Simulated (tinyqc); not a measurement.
# Avalanche multiplication and breakdown of a junction from ionisation integrals, step by step

A worked calculation. Computed by tinyqc, a small Python program that keeps every step. Command: `OMP_NUM_THREADS=1 python tinyqc.py 3025362 3025363 out.jsonl impact walk`. One thread of a shared host (Intel(R) Xeon(R) Processor @ 2.30GHz), about 0.01 s of CPU time with the checks. Intermediate numbers are printed to about 6 digits and carried at full precision; extremes and crossings named in words are read from the listed rows.

Ionisation coefficients follow the local field. Position x runs through the depletion layer from the p side (x = 0), where electrons enter, to the n side (x = w), where holes enter. The built-in voltage is neglected.

Inputs (values chosen for the exercise, modelled on germanium):

| quantity | value | unit |
|---|---|---|
| electron prefactor a_n | 1.47e+07 | 1/cm |
| electron field b_n | 1.57e+06 | V/cm |
| hole prefactor a_p | 9.94e+06 | 1/cm |
| hole field b_p | 1.29e+06 | V/cm |
| exponent c | 1 | - |
| permittivity eps | 16 | - |
| doping gradient a | 1.7e+20 | 1/cm^4 |
| bias as a fraction of the breakdown voltage | 0.97 | - |

Junction: linearly graded.

Constants: e = 1.602176634e-19 C; eps_0 = 8.8541878128e-12 F/m.

## Breakdown

alpha_n = a_n exp(-(b_n/F)^c), alpha_p = a_p exp(-(b_p/F)^c). Field F = F_m [1 - (2x/w - 1)^2], w = sqrt(8 eps eps_0 F_m/(e a)), V = (2/3) F_m w. With Phi(x) = int_0^x (alpha_n - alpha_p) dx': 1 - 1/M_n = I_n = int_0^w alpha_n exp(-Phi) dx and M_p = M_n exp(-Phi(w)); trapezoid rule on 401 even points; breakdown at I_n = 1. Solve I_n(F_m) = 1.

critical field F_m = 0.203559 MV/cm

width at breakdown = 2.91035 micrometre

breakdown voltage = 39.4952 V

## Coefficients at the critical field

The formulas are those given above.

alpha_n = 6572.29 1/cm

alpha_p = 17586.0 1/cm

ratio k = alpha_p/alpha_n = 2.67578

shorter ionisation length = 0.568635 micrometre

Holes ionise more readily at the peak field.

## Field and integrand below breakdown

Bias V = fraction times the breakdown voltage.

peak field = 0.199467 MV/cm

Every 50th point:

| x (micrometre) | F (MV/cm) | alpha_n (1/cm) | alpha_p (1/cm) | Phi | I_n up to x |
|---|---|---|---|---|---|
| 0.00000 | 0.000000 | 0 | 0 | 0 | 0 |
| 0.36012 | 0.087267 | 2.25959e-01 | 3.78052e+00 | -8.92042e-06 | 4.73125e-07 |
| 0.72024 | 0.149601 | 4.06974e+02 | 1.78847e+03 | -1.34583e-02 | 3.28412e-03 |
| 1.08036 | 0.187001 | 3.31983e+03 | 1.00338e+04 | -1.53614e-01 | 6.85178e-02 |
| 1.44048 | 0.199467 | 5.61053e+03 | 1.54422e+04 | -4.68494e-01 | 3.05561e-01 |
| 1.80059 | 0.187001 | 3.31983e+03 | 1.00338e+04 | -7.83375e-01 | 6.28077e-01 |
| 2.16071 | 0.149601 | 4.06974e+02 | 1.78847e+03 | -9.23530e-01 | 7.67591e-01 |
| 2.52083 | 0.087267 | 2.25959e-01 | 3.78052e+00 | -9.36980e-01 | 7.75848e-01 |
| 2.88095 | 0.000000 | 0 | 0 | -9.36989e-01 | 7.75850e-01 |

## Multiplication and noise

M_n = 1/(1 - I_n), M_p = M_n exp(-Phi(w)); McIntyre excess noise for the carrier with the larger M, F_x = k M + (1 - k)(2 - 1/M), with k = (smaller M - 1)/(larger M - 1).

M_n = 4.46129

M_p = 11.3865

effective k = 0.333250

excess noise factor = 5.06949

Injecting holes gives the larger gain and, at equal gain, the lower noise.

## Gain against bias and Miller's formula

Miller's exponent n is defined by 1 - 1/M = (V/V_B)^n for the larger M.

Gain:

| V/V_B | V (V) | F_m (MV/cm) | M_n | M_p | Miller exponent n |
|---|---|---|---|---|---|
| 0.50 | 19.7476 | 0.128234 | 1.0040 | 1.0261 | 5.29814 |
| 0.60 | 23.6971 | 0.144808 | 1.0189 | 1.0963 | 4.76188 |
| 0.70 | 27.6467 | 0.160481 | 1.0664 | 1.2799 | 4.26195 |
| 0.80 | 31.5962 | 0.175422 | 1.2076 | 1.7543 | 3.78264 |
| 0.90 | 35.5457 | 0.189752 | 1.7404 | 3.3850 | 3.32336 |
| 0.95 | 37.5205 | 0.196716 | 2.8944 | 6.7950 | 3.10353 |
| 0.98 | 38.7053 | 0.200836 | 6.4291 | 17.1400 | 2.97556 |
| 0.99 | 39.1003 | 0.202200 | 12.3450 | 34.4192 | 2.93363 |

The larger gain passes 2 between 0.800 and 0.900 of V_B and reaches 34.4 at 0.99. Miller's exponent runs from 2.9 to 5.3, so it is not a constant: a fit holds over a narrow range only. From the first row to the last the voltage grows by a factor 1.98 and the peak field by 1.58.

Checks made by the program: the hole form of the condition, int alpha_p exp(Phi(w) - Phi) dx = 1 (relative difference 1e-06).
